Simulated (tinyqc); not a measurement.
Errors against cell size: correction of a charged-defect supercell by a model charge and potential alignment (plane-averaged potentials). Computed by tinyqc, a small Python program. Command: `OMP_NUM_THREADS=1 python tinyqc.py 3114183 3114184 out.jsonl align walk`. One thread of a shared host (Intel(R) Xeon(R) Processor @ 2.30GHz), about 0.01 s of CPU time with the checks.

The "true" defect charge is (1 - x) q in a Gaussian of width sigma plus x q in one of width sigma_t, so the exact answer is known; the correction sees only a single model Gaussian of width sigma_m. A Gaussian of width s has the transform rho(G) = exp(-G^2 s^2/2), normalised to 1. A uniform background cancels q, so G = 0 is left out. Potentials are those felt by a unit positive charge. E_0 is the formation energy of the isolated defect, E_cell its value in the supercell, E_lat = E_iso - E_per of the model charge, C the true less the model potential far from the defect; the exact correction is E_0 - E_cell, and the error of a scheme is E_cell plus its correction less E_0.

Inputs (values chosen for the exercise, with screening close to that of GaAs):
```
quantity                               value      unit
defect charge q                            2         e
dielectric constant eps                 13.2         -
edge of the cubic cell L                19.9  angstrom
width sigma of the true defect charge    1.9  angstrom
width sigma_m of the model charge        1.4  angstrom
share x of the charge in a wide tail       0         -
width sigma_t of the tail                3.9  angstrom
```

Constants: e^2/(4 pi eps_0) = 14.39964548 eV angstrom.

Method:
- Periodic energy E_per = (2 pi q^2/(eps L^3)) (e^2/(4 pi eps_0)) sum_(G != 0) rho(G)^2/G^2, G = (2 pi/L)(n1, n2, n3), |n_i| <= 16. Isolated energy: two Gaussians of charges q_a, q_b and widths a, b interact by q_a q_b (e^2/(4 pi eps_0 eps)) sqrt(2/pi)/sqrt(a^2 + b^2), and the self-energy is half the sum over pairs.
- Plane-averaged potential at distance z from the defect: V(z) = (4 pi q/(eps L^3)) (e^2/(4 pi eps_0 e)) sum_(m != 0) rho(G_m) cos(G_m z)/G_m^2, G_m = 2 pi m/L, |m| <= 40.
- Schemes: none; point-charge term alpha q^2 e^2/(4 pi eps_0 eps 2 L), alpha = 2.837297; E_lat of the model; E_lat - q C with C at z = L/2.

Error against E_0 (meV):
```
L (angstrom)     none  point charge  model charge  model and alignment
13.9          -408.49        36.853        16.844             0.033010
16.9          -345.79        20.505         9.372             0.000654
19.9          -298.51        12.559         5.740             0.000008
23.9          -251.76         7.250         3.314             0.000000
29.8          -203.99         3.740         1.709             0.000000
```

What does the comparison show, and why?

Between the last two rows the uncorrected error scales as L^-0.95 and the point-charge remainder as L^-3.00. With alignment the error is 0.0 meV in the smallest cell and 0.00 meV in the largest.

Extremes, crossings and ranges named in words are read from the listed rows.
